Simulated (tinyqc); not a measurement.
One-electron ion in a basis of Gaussians, step by step. One step of it, computed by the program tinyqc.

Problem. Generalised eigenproblem. Solve H C = S C e through S^(-1/2); each column has its largest component positive (the first on a tie).

H = T + V (hartree), lower triangle:
```
           1          2          3          4         5          6
1  -0.347361
2  -0.304278  -0.449825
3  -0.164396  -0.383480  -0.411358
4  -0.065192  -0.222879  -0.314412   0.211923
5  -0.021892  -0.095326  -0.238211   0.338291  2.752464
6  -0.006793  -0.033619  -0.124721  -0.044776  2.871480  11.025396
```

S, lower triangle:
```
          1         2         3         4         5         6
1  1.000000
2  0.659473  1.000000
3  0.222080  0.659488  1.000000
4  0.051290  0.222021  0.659366  1.000000
5  0.010010  0.051265  0.221923  0.659311  1.000000
6  0.001828  0.010012  0.051269  0.222006  0.659515  1.000000
```

Give: eigenvalues of S; eigenvalues; coefficients.

Solution.

eigenvalues of S: 0.071  0.188  0.462  0.983  1.755  2.542

eigenvalues (hartree): -0.500  -0.280  -0.045  1.028  4.790  16.799

coefficients:
```
       1       2       3       4       5       6
1  0.066   1.085  -0.935   0.325   0.131  -0.058
2  0.602  -0.259   1.715  -0.924  -0.389   0.172
3  0.411  -0.378  -1.187   1.634   0.838  -0.374
4  0.078  -0.061  -0.065  -1.557  -1.493   0.751
5  0.012  -0.011  -0.040   0.117   1.612  -1.338
6  0.001  -0.001   0.002  -0.043  -0.146   1.469
```

For Z = 3 and l = 2 the exact lowest level is -Z^2/(2 n^2) with n = l + 1: -0.500000 hartree.
